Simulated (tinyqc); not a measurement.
MOS inversion layer, Poisson-Schroedinger loop: one step of the calculation.

Electrons confined at an insulator interface at z = 0, treated as a hard wall; parabolic valleys, Hartree approximation, no image or exchange terms. The depletion charge lies far deeper than the electrons and gives a uniform field q Nd/(eps0 eps_r); the gate balances all charge. Energies are counted from the band edge at the interface.

Question. Fermi level and occupations. Level k holds N_k = D_k Vt ln(1 + exp((EF - E_k)/Vt)) with D = 2 md1 m0 q/(pi hbar^2) for the set A, D = 4 md2 m0 q/(pi hbar^2) for the set B per eV (spin included); EF is fixed by sum N_k = Ns.

Parameters, values chosen for the exercise; masses and permittivity close to those of silicon (100):
- T = 400 K (temperature)
- md1 = 0.187 m0 (in-plane density-of-states mass of set A)
- md2 = 0.419 m0 (in-plane density-of-states mass of set B)
- Ns = 4.2e11 cm^-2 (sheet density of electrons)

Constants: q = 1.602176634e-19 C, kB = 1.380649e-23 J/K, hbar = 1.054571817e-34 J s, m0 = 9.1093837015e-31 kg, Vt = kB T/q. Results are converted to the units shown.

levels (eV): A1 0.11962973, A2 0.20432573, B1 0.30665747, B2 0.45884971

Wanted: EF; N_k.

Answer.

EF = 0.02934 eV
N_k (cm^-2): A1 3.787e11, A2 3.351e10, B1 7.736e9, B2 9.355e7

Program tinyqc, `OMP_NUM_THREADS=1 python tinyqc.py 2160052 2160053 out.jsonl`; Intel Xeon 2.30GHz, shared host, one thread, about 0.6 s.
